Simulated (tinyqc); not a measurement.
Junction parameters from two forward currents.

Question. D(v) = J1 (exp(v/Vt) - 1) + J2 (exp(v/(2 Vt)) - 1). Find J1, J2 and the voltage 2 Vt ln(J2/J1) near which both parts are equal.

Values chosen for this exercise: temperature T = 330 K.

Constants: q = 1.602176634e-19 C, kB = 1.380649e-23 J/K, Vt = kB T/q. Results are converted to the units shown.

junction voltages (V): 0.31  0.61
currents (uA/um): 3.5327336e-7  2.7523509e-4

Solution. The current is linear in J1 and J2, so two points give two equations.

J1 = 1.000e-13 uA/um
J2 = 1.500e-9 uA/um
crossover = 0.5469 V

Program tinyqc, `OMP_NUM_THREADS=1 python tinyqc.py 2182120 2182121 out.jsonl`; Intel Xeon 2.30GHz, shared host, one thread, about 0.2 s.
